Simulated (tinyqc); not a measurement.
Worked calculation: UHF in the sto-6g basis, for H4, spin multiplicity 1. Computed by tinyqc, a small Python program that keeps every step (integrals from PySCF). Settings: charge = 0, multiplicity = 1, basis = sto-6g, energy threshold = 1e-10, iteration cap = 61, orthogonalisation = canonical, start = Wolfsberg-Helmholz matrix, DIIS depth = 0, method = UHF, break = 0.2. Command: `OMP_NUM_THREADS=1 python tinyqc.py 25127 25128 out.jsonl` (the two numbers bound the seeds that draw the settings). One thread of a shared host (Intel(R) Xeon(R) Processor @ 2.60GHz), about 0.1 s of CPU time with the checks.

Geometry (angstrom):
```
atom         x         y         z
H     0.000000  0.000000  0.000000
H     0.000000  0.000000  0.906000
H     0.000000  0.000000  2.810000
H     0.000000  0.000000  3.716000
```

Stop when the energy changes by less than 1e-10 hartree and every element of the error matrix X^T (F D S - S D F) X (for each spin) is below 3e-06.

Course of the cycle:
```
iteration  E (hartree)     change  largest element of the error matrix
1          -2.15194356          -                             8.57e-02
2          -2.18812176  -3.62e-02                             2.97e-02
3          -2.19112435  -3.00e-03                             1.60e-02
4          -2.19240539  -1.28e-03                             1.13e-02
5          -2.19319348  -7.88e-04                             8.77e-03
6          -2.19369438  -5.01e-04                             6.96e-03
7          -2.19401434  -3.20e-04                             5.56e-03
8          -2.19421916  -2.05e-04                             4.45e-03
9          -2.19435046  -1.31e-04                             3.56e-03
10         -2.19443469  -8.42e-05                             2.85e-03
11         -2.19448876  -5.41e-05                             2.29e-03
12         -2.19452348  -3.47e-05                             1.83e-03
13         -2.19454578  -2.23e-05                             1.47e-03
14         -2.19456011  -1.43e-05                             1.18e-03
...                ...        ...                                  ...
29         -2.19458582  -1.88e-08                             4.26e-05
30         -2.19458583  -1.21e-08                             3.42e-05
31         -2.19458584  -7.77e-09                             2.74e-05
32         -2.19458584  -4.99e-09                             2.20e-05
33         -2.19458585  -3.21e-09                             1.76e-05
34         -2.19458585  -2.06e-09                             1.41e-05
35         -2.19458585  -1.32e-09                             1.13e-05
36         -2.19458585  -8.51e-10                             9.07e-06
37         -2.19458585  -5.47e-10                             7.27e-06
38         -2.19458585  -3.51e-10                             5.83e-06
39         -2.19458585  -2.26e-10                             4.67e-06
40         -2.19458585  -1.45e-10                             3.74e-06
41         -2.19458585  -9.32e-11                             3.00e-06
42         -2.19458585  -5.99e-11                             2.41e-06
```

Can the last value be used, and what does the course show?

Yes. Converged in 42 iterations. PySCF UHF in the same basis, after a stability check = -2.19458585 hartree.
